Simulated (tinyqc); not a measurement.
Coupled modes against carrier density: single-oscillator infrared dielectric function of a polar cubic crystal. Computed by tinyqc, a small Python program. Command: `OMP_NUM_THREADS=1 python tinyqc.py 3006068 3006069 out.jsonl infrared walk`. One thread of a shared host (Intel(R) Xeon(R) Processor @ 2.30GHz), about 0.01 s of CPU time with the checks.

One ion pair, charges +Z* and -Z*, in a cell of volume Omega = a^3/4. Frequencies omega are given as wavenumbers (1/cm); eps_s is the static dielectric constant.

Inputs (values chosen for the exercise, modelled on cubic gallium nitride):
```
quantity             value      unit
lattice constant a    4.52  angstrom
mass M_A             69.72         u
mass M_B            14.007         u
omega_TO               543      1/cm
Born charge Z*        2.71         e
eps_inf               5.15         -
carrier mass m*       0.19       m_0
```

Structure: zinc blende. Free carriers: present.

Constants: nu for 1 eV/(angstrom^2 u) = 15.6333042 THz; 1 THz = 33.35640952 1/cm; e^2/(4 pi eps_0) = 14.39964548 eV angstrom; e = 1.602176634e-19 C; eps_0 = 8.8541878128e-12 F/m; m_0 = 9.1093837015e-31 kg; c = 299792458 m/s.

Method:
- mu = M_A M_B/(M_A + M_B); ionic plasma term W^2 = 4 pi Z*^2 (e^2/(4 pi eps_0))/(Omega mu) in eV/(angstrom^2 u), turned into 1/cm by W = 15.6333042 x 33.35640952 x sqrt(W^2); omega_LO^2 = omega_TO^2 + W^2/eps_inf; eps_s = eps_inf + W^2/omega_TO^2; Szigeti charge 3 Z*/(eps_inf + 2); longitudinal (Callen) charge Z*/eps_inf.
- Without damping eps(omega) = 0 gives omega^4 - (omega_LO^2 + omega_p^2) omega^2 + omega_p^2 omega_TO^2 = 0, with roots L- and L+.
- omega_p^2 = N e^2/(eps_0 eps_inf m*), divided by 2 pi c; the limits are omega_p sqrt(eps_inf/eps_s) for L- at small N and omega_p for L+ at large N.

omega_LO = 745.279 1/cm

eps_s = 9.70165

Frequencies (1/cm):
```
N (1/cm^3)  omega_p      L-      L+  omega_p sqrt(eps_inf/eps_s)
1.00e+16       30.3   22.05   745.6                         22.1
3.00e+16       52.4   38.16   746.1                         38.2
1.00e+17       95.7   69.49   748.2                         69.8
3.00e+17      165.8  119.41   754.1                        120.8
1.00e+18      302.8  211.85   776.0                        220.6
3.00e+18      524.4  336.19   847.0                        382.1
1.00e+19      957.4  463.68  1121.2                        697.6
3.00e+19     1658.3  516.57  1743.2                       1208.2
```

What follows from these numbers?

L+ starts at 745.6 (omega_LO = 745.3) and L- ends at 516.6 (omega_TO = 543.0); neither enters the band between omega_TO and omega_LO. omega_p passes omega_LO between N = 3e18 and 1e19 per cm^3, where the modes repel each other. At the lowest N, L- is 1.000 of the plasmon screened by eps_s.

Extremes, crossings and ranges named in words are read from the listed rows.
